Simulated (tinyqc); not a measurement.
Crystal pulling from the melt: segregation, interface stability, heat balance and point-defect regime: one step, computed by the program tinyqc.

A dilute solute; steady pulling with a flat interface unless it is found unstable.

Question. Concentration at the frozen fraction g. Axial profile: C_s = k_eff C0 (1 - g)^(k_eff - 1); bulk melt C_L = C_s/k_eff. Usable fraction: the g at which C_s has changed by 30 % from its first value (0.99 at most).

Inputs (values chosen for the exercise, modelled on aluminium in silicon): initial melt concentration C0 = 9.5e+16 1/cm^3; frozen fraction g = 0.13.

Loss from the melt surface: none.

k_eff = 0.002422381

Give: C_s; C_L; usable fraction.

Answer.

C_s = 2.6442e+14 1/cm^3

C_L = 1.0916e+17 1/cm^3

usable fraction = 0.23126

C_s rises along the crystal.
